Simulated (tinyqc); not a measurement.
Sensitivity of the reflectance: thin-film optics by transfer matrices.

Indices N = n + i k. Snell: N0 sin(theta) = N_j sin(theta_j), with Im(N_j cos theta_j) >= 0. Admittance y_j = N_j cos theta_j for s and N_j/cos theta_j for p. Phase delta_j = 2 pi N_j cos theta_j d_j/lambda. Layer matrix [[cos delta, -i sin delta/y], [-i y sin delta, cos delta]], multiplied from the top down to M. (B, C) = M (1, y_sub); r = (y0 B - C)/(y0 B + C), R = |r|^2, T = 4 Re y0 Re y_sub/|y0 B + C|^2, absorbed in the films 1 - R - T.

Inputs chosen for the exercise (indices near those of Si3N4 on Si; shifted at random, so the results belong to these values and not to a real crystal): lam = 193 nm (vacuum wavelength); n0 = 1 (ambient index); n = (2.688, 0.872) (n of Si3N4, substrate); k = (0.254, 2.917) (k in the same order); d = (118) nm (thicknesses, top first); theta = 65 degrees (angle of incidence).

R for both polarisations. Each row changes one parameter from the base and keeps the others.

Results:

| case | R_s | R_p | T_s |
|---|---|---|---|
| base | 0.5029 | 0.0150 | 0.0246 |
| d = (123) nm | 0.4638 | 0.0033 | 0.0240 |
| n = (2.742, 0.872) | 0.4828 | 0.0080 | 0.0257 |
| k = (0.254, 3.219) | 0.5083 | 0.0173 | 0.0225 |
| lam = 198 nm | 0.5340 | 0.0245 | 0.0244 |
| theta = 70 degrees | 0.5785 | 0.0153 | 0.0205 |

The largest shifts from the base row, up to three for each result and ties (the steps differ in size, so this ranks the rows, not the parameters). R_s: theta +0.0756, d -0.0390, lam +0.0311. R_p: d -0.0117, lam +0.0095, n -0.0070. T_s: theta -0.0041, k -0.0021, n +0.0011.

tinyqc: `OMP_NUM_THREADS=1 python tinyqc.py 1681017 1681018 out.jsonl`; about 0.01 s, one thread, shared Intel(R) Xeon(R) Processor @ 2.30GHz.
